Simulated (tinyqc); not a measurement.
Gate-all-around wire with two subbands, quantum capacitance: course of the iteration.

phi is the Fermi level above the lowest subband edge, in volts; Vg is counted from the gate voltage at which an empty wire would have phi = 0. Both directions of motion are filled (equilibrium).

Start: phi = Vg.

N1 = gv sqrt(2 md m0 kB T/(pi hbar^2)); n1 = N1 F(phi/Vt), n2 = g2 N1 F((phi - E2)/Vt), n = n1 + n2, F(e) = (1/sqrt(pi)) int_0^infinity u^(-1/2) du/(1 + exp(u - e)); Cq = q dn/dphi = (q N1/Vt) [F'(phi/Vt) + g2 F'((phi - E2)/Vt)]. Newton: f = phi + q (n)/Cox - Vg, phi(new) = phi - f/(1 + (Cq)/Cox).

Stop when the step is below 1e-10 V, or after 40 iterations.

Values chosen for this exercise: temperature T = 400 K; mass along the wire md = 0.3 m0; valley degeneracy gv = 4; second subband above the first E2 = 0.19 eV; orbital degeneracy of the second subband g2 = 2; gate voltage Vg = 0.76 V.

Constants: q = 1.602176634e-19 C, kB = 1.380649e-23 J/K, hbar = 1.054571817e-34 J s, m0 = 9.1093837015e-31 kg, Vt = kB T/q. Results are converted to the units shown.

Cox = 6.37545 pF/cm

Course of the iteration:

| iteration | phi before the step (V) | step (V) |
|---|---|---|
| 1 | 0.76 | -0.966 |
| 2 | -0.205904 | 0.944 |
| 3 | 0.738546 | -0.931 |
| 4 | -0.192638 | 0.922 |
| 5 | 0.729252 | -0.916 |
| 6 | -0.186869 | 0.911 |
| 7 | 0.724099 | -0.908 |
| 8 | -0.183665 | 0.905 |
| 9 | 0.720892 | -0.903 |
| ... | ... | ... |
| 32 | -0.177038 | 0.890 |
| 33 | 0.713381 | -0.890 |
| 34 | -0.176987 | 0.890 |
| 35 | 0.713318 | -0.890 |
| 36 | -0.176947 | 0.890 |
| 37 | 0.713269 | -0.890 |
| 38 | -0.176917 | 0.890 |
| 39 | 0.713232 | -0.890 |
| 40 | -0.176894 | 0.890 |

Did this iteration meet its convergence test, and what does its course show?

No. Not converged within 40 iterations: the residual has levelled off at one value (counting the size of the step as the residual). phi swings between about -0.177 and 0.713 V. A rerun with another start (phi = 0.01 V) converges in 5 iterations.

tinyqc, about 0.02 s, one thread, Intel Xeon 2.30GHz (shared host): `OMP_NUM_THREADS=1 python tinyqc.py 2200147 2200148 out.jsonl`
